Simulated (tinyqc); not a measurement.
Ballistic transport through the one-dimensional subbands of a rectangular nanowire or nanosheet channel. Changing the width b. Computed by tinyqc, a small Python program. Command: `OMP_NUM_THREADS=1 python tinyqc.py 3014433 3014434 out.jsonl wire sweep`. One thread of a shared host (Intel(R) Xeon(R) Processor @ 2.30GHz), about 0.07 s of CPU time with the checks.

Hard walls, parabolic subbands, transport along x. Energies are counted from the bulk conduction band edge at the top of the barrier, which the gate pulls down by U; the source Fermi level lies at the bulk edge when U = 0.

Inputs (values chosen for the exercise, modelled on silicon):
```
quantity                                   value  unit
light mass m_t                              0.19   m_0
heavy mass m_l                             0.928   m_0
height a                                     3.3    nm
equivalent oxide thickness t                 1.5    nm
gate voltage above flat band V_G            0.95     V
drain voltage V_D                           0.01     V
temperature T                                 77     K
mean free path for back-scattering lambda     56    nm
channel length L                              68    nm
```

Valleys: silicon [100] wire.

Constants: hbar^2/(2 m_0) = 3.80998212 eV angstrom^2; k_B = 8.617333262e-05 eV/K; m_0 = 9.1093837015e-31 kg; k_B = 1.380649e-23 J/K; hbar = 1.054571817e-34 J s; eps_0 = 8.8541878128e-12 F/m; e = 1.602176634e-19 C; h = 6.62607015e-34 J s.

Method:
- E_pq = (hbar^2 pi^2/2)(p^2/(m_y b^2) + q^2/(m_z a^2)); valley pairs: (m_x, m_y, m_z) = (m_t, m_t, m_l), (m_t, m_l, m_t), (m_l, m_t, m_t), each with degeneracy g = 2; the 10 lowest subbands are kept.
- F_j(eta) = (1/Gamma(j + 1)) int_0^infinity x^j/(1 + exp(x - eta)) dx, F_0 = ln(1 + exp(eta)). Integrals over x = E/(k_B T) use 160 Gauss-Legendre points in u = sqrt(x) from 0 to sqrt(max(eta, 0) + 32).
- With degeneracy g = 2, eta_i = (U - E_i)/(k_B T) and u = e V_D/(k_B T): line density n = sum_i g sqrt(2 m_x k_B T/pi)/(2 hbar) [F_-1/2(eta_i) + F_-1/2(eta_i - u)]; gate: e n = C_ox (V_G - U/e), C_ox = 3.9 eps_0 2 (a + b)/t (flat-plate estimate); I = (2 e k_B T/h) sum_i g [F_0(eta_i) - F_0(eta_i - u)].
- Linear conductance G = (2 e^2/h) sum_i g f(eta_i), g = 2, f = 1/(1 + exp(-eta_i)), with the barrier frozen at the eta_i above; current per perimeter I/(2(a + b)); with scattering, transmission lambda/(lambda + L) and low-bias resistance (1 + L/lambda)/G.

One run for each value; columns: (1) width b (nm); (2) current per perimeter (microampere/micrometre); (3) ballistic current I (microampere); (4) open modes sum g f; (5) mean velocity I/(e n) (1e7 cm/s):
```
(1)      (2)     (3)     (4)      (5)
3.5   227.94   3.100   4.004  0.14515
4.6   240.92   3.807   5.389  0.14832
8.3   285.26   6.618   9.325  0.16617
11.0  285.53   8.166  11.903  0.16477
15.0  278.98  10.211  15.043  0.15943
```

Give the missing row, width b (nm) = 6.2.

Computed row; columns: (1) width b (nm); (2) current per perimeter (microampere/micrometre); (3) ballistic current I (microampere); (4) open modes sum g f; (5) mean velocity I/(e n) (1e7 cm/s):
```
(1)     (2)    (3)    (4)      (5)
6.2  276.08  5.245  7.429  0.16517
```

Interpolating between the two neighbouring rows (linearly) misses most in current per perimeter (microampere/micrometre), by 5.8 %. Over the rows, current per perimeter (microampere/micrometre) goes from 228 through a maximum among these rows, 286 at 11.0, to 279; ballistic current I (microampere) rises from 3.10 to 10.2 (exponent d ln y / d ln x between 0.72 and 1.1); open modes sum g f rises from 4.00 to 15.0 (exponent d ln y / d ln x 1.1 between the first rows and 0.75 between the last).  Left out: 20.0, 26.0 (more than ten subbands are occupied).

Caution (rows 15.0): the tenth subband is still occupied, so the truncation to ten understates charge and current.

Extremes, crossings and ranges named in words are read from the listed rows.
